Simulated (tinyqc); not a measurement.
# Resistance of a source-drain extension with a graded tip: two studies

y runs along the channel, the gate covers y > 0. The doping is N0 for y < y0 and N0 10^(-(y - y0)/la) beyond, uniform over the depth xj. Sheet conductance s(y) = q mu(N) max(N - Nch, 0) xj + (for y > 0) ma Cox Vo, with mu(N) = u0 + (u1 - u0)/(1 + (N/Nr)^au) and Cox = eps0 eox/tox. Current is taken as one-dimensional; depletion of the tip, spreading and the contact are left out. The metallurgical junction lies at yj, where N = Nch.

Inputs (values chosen for the exercise); mobility law close to that of electrons in silicon: relative permittivity of the gate insulator (close to silicon nitride) eox = 7.35; insulator thickness tox = 2.8 nm; active doping of the extension far from the gate N0 = 6.1e19 cm^-3; lateral abruptness la = 6.6 nm/decade; depth of the extension xj = 14 nm; channel doping Nch = 2.9e18 cm^-3; spacer length Ls = 21 nm; gate overdrive Vo = 0.61 V; mobility of the gate-induced layer ma = 89 cm^2/(V s); mobility at low doping u1 = 1414 cm^2/(V s); mobility at high doping u0 = 68.5 cm^2/(V s); reference doping Nr = 9.2e16 cm^-3; exponent au = 0.711; gate length Lg = 60 nm.

Constants: q = 1.602176634e-19 C, eps0 = 8.8541878128e-14 F/cm where lengths are in cm. Results are converted to the units shown.

Each table varies one quantity; the others keep the values above.

## Abruptness at a fixed junction position

R_spacer = integral of dy/s from -Ls to 0, R_ov from 0 to yj, R_channel = (Lg - 2 yj)/(ma Cox Vo), R_total = 2 R_spacer + 2 R_ov + R_channel. Electrical length L_eff = ma Cox dR_total/d(1/Vo); R_series = R_total - L_eff/(ma Cox Vo). y0 is moved with la so that yj stays at 11.031 nm.

The same in every row: yj (nm) = 11.03; R_channel (ohm um) = 300.7.

Results:
```
la (nm/decade)  R_spacer (ohm um)  R_ov (ohm um)  R_total (ohm um)  L_eff (nm)  R_series (ohm um)
1                           19.74          12.34             364.8       38.73              57.89
2.3                         19.74          16.34             372.8       39.44              60.28
3.6                         19.74          20.33             380.8       40.14              62.67
4.9                         19.74          24.33             388.8       40.85              65.06
7.4                         19.74          32.01             404.1       42.21              69.66
8.7                         19.77          35.98             412.1       42.91              72.07
10                          20.31          39.55             420.4       43.59              74.92
```

Estimate the missing row, la = 6.1 nm/decade.

Computed row:
```
la (nm/decade)  R_spacer (ohm um)  R_ov (ohm um)  R_total (ohm um)  L_eff (nm)  R_series (ohm um)
6.1                         19.74          28.01             396.2       41.50              67.27
```

With this row back in the table: As la goes from 1 to 10 nm/decade, R_total rises from 365 to 420 ohm um, R_spacer rises from 19.7 to 20.3 ohm um and R_ov rises from 12.3 to 39.6 ohm um. R_total changes on average by 6.18 ohm um for each nm/decade. L_eff exceeds the metallurgical length by 0.791 nm in the first row and 5.65 nm in the last, since the gate also controls the lightly doped tips.

## Effect of the position under the gate where the fall begins

Same model as above.

Result of one run:
```
y0 (nm)  yj (nm)  R_spacer (ohm um)  R_ov (ohm um)  R_channel (ohm um)  R_total (ohm um)  L_eff (nm)  R_series (ohm um)
2          10.73              19.74          29.30               305.4             403.5       42.37              67.73
```

What becomes of these results when the position under the gate where the fall begins (gate edge at 0) y0 is changed from 2 to -4 nm, all else the same?

Result of the changed run:
```
y0 (nm)  yj (nm)  R_spacer (ohm um)  R_ov (ohm um)  R_channel (ohm um)  R_total (ohm um)  L_eff (nm)  R_series (ohm um)
-4         4.731              23.76          21.51               400.5             491.0       54.00              63.12
```

The whole series:
```
y0 (nm)  yj (nm)  R_spacer (ohm um)  R_ov (ohm um)  R_channel (ohm um)  R_total (ohm um)  L_eff (nm)  R_series (ohm um)
-6         2.731              32.41          15.26               432.2             527.5       57.36              72.94
-4         4.731              23.76          21.51               400.5             491.0       54.00              63.12
-2         6.731              20.51          25.36               368.8             460.5       50.24              62.41
0          8.731              19.74          27.62               337.1             431.8       46.32              64.73
2          10.73              19.74          29.30               305.4             403.5       42.37              67.73
4          12.73              19.74          30.98               273.7             375.1       38.41              70.74
6          14.73              19.74          32.66               242.0             346.8       34.46              73.74
8          16.73              19.74          34.34               210.3             318.5       30.50              76.75
```

As y0 goes from -6 to 8, R_total falls from 528 to 318 ohm um, L_eff falls from 57.4 to 30.5 nm and R_series goes from 72.9 through a minimum of 62.4 (at y0 = -2 among the rows listed) to 76.7 ohm um. More overlap also shortens the channel and adds capacitance, effects on threshold and speed that are left out.

Program tinyqc, `OMP_NUM_THREADS=1 python tinyqc.py 2282025 2282026 out.jsonl`; Intel Xeon 2.30GHz, shared host, one thread, about 0.03 s.
